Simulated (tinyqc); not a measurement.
## Pull-up strength from the switching point

Inverse problem. Transistor (EKV form, voltages against the body): I = 2 n b Vt^2 [F(vp - Vs) - F(vp - Vd)] from drain to source, F(v) = ln^2(1 + exp(v/(2 Vt))), vp = (Vg - VT + sg |Vd - Vs|)/n. n-channel bodies are at 0; for the p-channel device all voltages are counted down from Vdd. b in uA/V^2 gives I in uA. In an inverter In(Vg = Vd = VM) equals Ip at the switching point VM. Find bp and the current there.

Parameters, values chosen for the exercise:
```
symbol,value,unit,meaning
T,300,K,temperature
Vdd,1,V,supply voltage
n,1.19,,slope factor
sg,0.111,,drain-induced barrier lowering
VTn,0.44,V,n-channel threshold
VTp,0.27,V,p-channel threshold (magnitude)
bn,220,uA/V^2,gain factor of the pull-down transistor
```

Constants: q = 1.602176634e-19 C, kB = 1.380649e-23 J/K, Vt = kB T/q. Results are converted to the units shown.

VM = 0.576507426 V

Solution. Ip is proportional to bp, so bp is In(VM) over the p-channel current for unit b.

bp = 220.0 uA/V^2
current at VM = 3.803 uA

Computed by the program tinyqc: `OMP_NUM_THREADS=1 python tinyqc.py 2340124 2340125 out.jsonl`, one thread of a shared Intel Xeon 2.30GHz, about 0.04 s for the whole run.
